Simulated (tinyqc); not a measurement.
Comparisons within one model: periodic multilayer mirror for extreme ultraviolet light. A value that a table varies takes the place of the one given here.

s polarisation, vacuum above. q_j = sqrt(N_j^2 - sin^2 theta); interface r_jk = (q_j - q_k)/(q_j + q_k) exp(-2 (2 pi/lam)^2 q_j q_k sg^2) (Nevot-Croce; sg = 0 if not given); phase factor of a layer x_j = exp(4 pi i q_j d_j/lam). Each period has the spacer (thickness (1 - Gm) L) on top of the absorber (Gm L). In this recursion R is the amplitude; R in tables and results is the reflectance, its squared modulus. The substrate is of the spacer material. Starting with R = 0 in it, each interface upward gives R -> (r + R x)/(1 + r R x), x that of the layer below the interface (1 for the substrate).

Inputs chosen for the exercise (optical constants near those of Mo and Si at 13.5 nm; the results hold for these values, not for the real material): lam = 13.5 nm (wavelength); dA = (0.0752, 0.0067) (delta and beta of the absorber, N = 1 - delta + i beta); dS = (0.0011, 0.00189) (delta and beta of the spacer and the substrate); L = 6.91 nm (period); Gm = 0.3 (absorber share of the period); theta = 0 degrees (angle from the normal); sg = 0.3 nm (interface roughness); Np = 30 (periods).

## Number of periods

The last column sets both beta to zero.

Reflectance:
```
periods      R  R without absorption
5        0.071                 0.079
10       0.225                 0.272
15       0.381                 0.491
20       0.500                 0.673
30       0.628                 0.883
40       0.672                 0.962
50       0.686                 0.988
60       0.690                 0.996
80       0.691                 1.000
100      0.692                 1.000
```

What does this show, and why?

R reaches 0.672 at 40 periods and 0.692 at 100; it stays within 0.01 of the last value from 50 periods on. Without absorption the last value is 1.000: absorption, not the count of layers, caps the mirror, and the roughness, which weakens each reflection, lowers that cap further.

## Wavelength

The optical constants are held fixed.

Reflectance:
```
lam (nm)      R
12.9      0.062
13.0      0.025
13.1      0.127
13.2      0.340
13.3      0.498
13.4      0.586
13.5      0.628
13.6      0.630
13.7      0.582
13.8      0.450
13.9      0.212
14.0      0.027
14.1      0.033
14.2      0.072
14.3      0.060
```

What does this show, and why?

The largest value listed is 0.630 at 13.6 nm, against lam_B = 2 L Re(mean q) = 13.498 nm; the peak lies on the long side, where the nodes of the standing wave fall in the absorber. R exceeds half of that from 13.2 to 13.8 nm of the wavelengths listed, at least 4.4 % of the wavelength; a chain of ten mirrors narrows it, since R^10 falls to half where R has lost only 7 %.

## Absorber share

For each Gm the period is set so that lam_B = 2 L Re(mean q) equals lam - 0.09 nm.

Results:
```
Gm    L (nm)      R
0.15   6.788  0.360
0.20   6.813  0.488
0.25   6.839  0.577
0.30   6.865  0.631
0.35   6.891  0.662
0.40   6.918  0.676
0.45   6.944  0.679
0.50   6.971  0.672
0.60   7.025  0.631
0.70   7.080  0.545
```

What does this show, and why?

The largest value listed is 0.679 at 0.45. The contrast of a period goes as sin(pi Gm) and is largest at 0.5, while the loss grows with Gm; R is 0.672 at 0.5, 0.631 at 0.3 and 0.545 at 0.7. Contrast counts most here, so the best share lies near 0.5, a little below it through absorption.

## Angle of incidence

Results:
```
theta (degrees)  lam_B (nm)      R
0                    13.498  0.628
2                    13.489  0.630
4                    13.463  0.634
6                    13.420  0.635
8                    13.360  0.624
10                   13.282  0.578
12                   13.188  0.446
14                   13.076  0.163
16                   12.948  0.020
18                   12.803  0.085
20                   12.642  0.027
```

What does this show, and why?

lam_B = 2 L Re(mean q) falls with the angle, from 13.498 to 12.642 nm; the largest value listed is 0.635 at 6 degrees. R stays above 90 % of that value at 0, 2, 4, 6, 8 and 10 degrees, which bounds the cone of light that a mask or mirror with this period accepts.

## Tolerances

R of the mirror, and R^10 for a chain of ten such mirrors. Each row changes one parameter from the base and keeps the others.

Results:
```
case                         R     R^10
base                    0.6276  0.00947
L = 6.95 nm             0.5993  0.00598
Gm = 0.34               0.6570   0.0150
theta = 2 degrees       0.6295  0.00978
sg = 0.5 nm             0.5990  0.00595
dA = (0.0752, 0.00804)  0.6047  0.00654
lam = 13.55 nm          0.6336   0.0104
```

What can be read from the table?

The largest shifts from the base row, up to three for each result and ties (the steps differ in size, so this ranks the rows, not the parameters). R: Gm +0.0294, sg -0.0286, L -0.0282. R^10: Gm +0.00550, sg -0.00353, L -0.00349.

Program tinyqc; command `OMP_NUM_THREADS=1 python tinyqc.py 1680783 1680784 out.jsonl`; about 0.01 s on one thread of a shared Intel(R) Xeon(R) Processor @ 2.30GHz.
